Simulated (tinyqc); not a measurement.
Illuminated p-n diode, drift-diffusion by the Gummel loop with Scharfetter-Gummel fluxes: two steps of the calculation.

Abrupt junction at x = 0, p side from -Lp, n side to Ln, ohmic contacts. psi is counted from the intrinsic level; n = ni exp((psi - phin)/Vt), p = ni exp((phip - psi)/Vt). Contacts: p side psi = V - Vt ln(Na/ni), p = Na, n = ni^2/Na; n side psi = Vt ln(Nd/ni), n = Nd, p = ni^2/Nd. Constant mobilities, D = mu Vt, Boltzmann statistics, SRH recombination through a mid-gap level, U = (n p - ni^2)/(tp (n + ni) + tn (p + ni)). Current is positive from the p contact to the n contact.

Values chosen for this exercise; band and dielectric values close to those of In0.53Ga0.47As:
```
symbol   value        unit                         meaning
T          300           K                     temperature
Na      4.1e16       cm^-3  acceptor density of the p side
Nd      5.2e16       cm^-3     donor density of the n side
mun       7500  cm^2/(V s)               electron mobility
mup        220  cm^2/(V s)                   hole mobility
tn        2e-7           s       SRH lifetime of electrons
tp        3e-9           s           SRH lifetime of holes
G         7e20  cm^-3 s^-1         uniform generation rate
```

Constants: q = 1.602176634e-19 C, kB = 1.380649e-23 J/K, Vt = kB T/q. Results are converted to the units shown.

Question 1. Electron continuity. With psi and p held, F_i = (mun Vt/h_i) [n_(i+1) B(d_i) - n_i B(-d_i)], d_i = (psi_(i+1) - psi_i)/Vt, B(d) = d/(exp(d) - 1); solve F_i - F_(i-1) = w_i [(n_i p_i - ni^2)/den_i - G] for the new n, with den = tp (n + ni) + tn (p + ni) taken at the old n and p, h_i = x_(i+1) - x_i, w_i = (h_(i-1) + h_i)/2; phin = psi - Vt ln(n/ni).

```
node  x (nm)     psi (V)  n after Poisson (cm^-3)  p after Poisson (cm^-3)
0      -3000  0.17399524              1.0079683e7                   4.1e16
1      -1470  0.17366235             5.3151361e14             4.1531366e16
2       -702  0.17366227             5.3151192e14             4.1531498e16
3       -316  0.17366619             5.3159264e14             4.1525192e16
4       -122  0.17413032             5.4122258e14             4.0786337e16
5      -24.5  0.18813050             9.3018349e14             2.3731325e16
6       24.5  0.27899474             3.1262284e16             7.0610600e14
7       97.7  0.29165209             5.1009938e16             4.3274874e14
8        207  0.29234027             5.2386071e16             4.2138083e14
9        371  0.29235736             5.2420697e16             4.2110250e14
10       615  0.29235684             5.2419659e16             4.2111083e14
11       980  0.29214905                   5.2e16              7.9474423e6
```

ni = 6.4285846e11 cm^-3

Find: new n; phin after round 1.

Answer 1.

```
node  new n (cm^-3)  phin after round 1 (V)
0           1.008e7                  0.4600
1          2.731e14                  0.0172
2          4.111e14                  0.0066
3          4.805e14                  0.0026
4          5.244e14                  0.0008
5          9.246e14                  0.0002
6          3.116e16                  0.0001
7          5.085e16                  0.0001
8          5.224e16                  0.0001
9          5.231e16                  0.0001
10         5.235e16                  0.0000
11         5.200e16                  0.0000
```

Question 2. Recombination and current. U_i as defined. J = Jn at the p contact + Jp at the n contact + q sum w_i U_i - q G sum w_i over the inner nodes, which avoids differences of large majority fluxes: Jn = (q mun Vt/h_0)[n_1 B(d_0) - n_0 B(-d_0)], Jp = (q mup Vt/h_last)[p_(N-1) B(d_last) - p_N B(-d_last)], d_i = (psi_(i+1) - psi_i)/Vt, B(d) = d/(exp(d) - 1), w_i = (h_(i-1) + h_i)/2.

```
node  x (nm)  converged psi (V)  converged n (cm^-3)  converged p (cm^-3)
0      -3000         0.17399524          1.0079683e7               4.1e16
1      -1470         0.17335059         2.6757878e14         4.1267575e16
2       -702         0.17303071         3.9947484e14         4.1399457e16
3       -316         0.17287498         4.6525151e14         4.1458769e16
4       -122         0.17326472         5.0695173e14         4.0743684e16
5      -24.5         0.18738039         8.9816658e14         2.3563907e16
6       24.5         0.27892636         3.1075009e16         6.7627855e14
7       97.7         0.29169841         5.0946637e16         3.8483212e14
8        207         0.29236096         5.2288897e16         3.2461948e14
9        371         0.29232769         5.2250901e16         2.5126565e14
10       615         0.29225491         5.2147647e16         1.4762570e14
11       980         0.29214905               5.2e16          7.9474423e6
```

ni = 6.4285846e11 cm^-3

Wanted: U; Jn at the p contact; Jp at the n contact; recombination; generation; J.

Answer 2.

U, node 0 to 11 (cm^-3 s^-1): 0  1.338e21  1.997e21  2.326e21  2.534e21  4.488e21  9.193e22  8.527e22  7.649e22  6.338e22  4.137e22  0
Jn at the p contact = 55.01 A/cm^2
Jp at the n contact = 3.693 A/cm^2
recombination = 0.8562 A/cm^2
generation = 0.03401 A/cm^2
J = 59.52 A/cm^2

Numbers from tinyqc (`OMP_NUM_THREADS=1 python tinyqc.py 2240001 2240002 out.jsonl`; about 0.5 s on one thread of a shared Intel Xeon 2.30GHz).
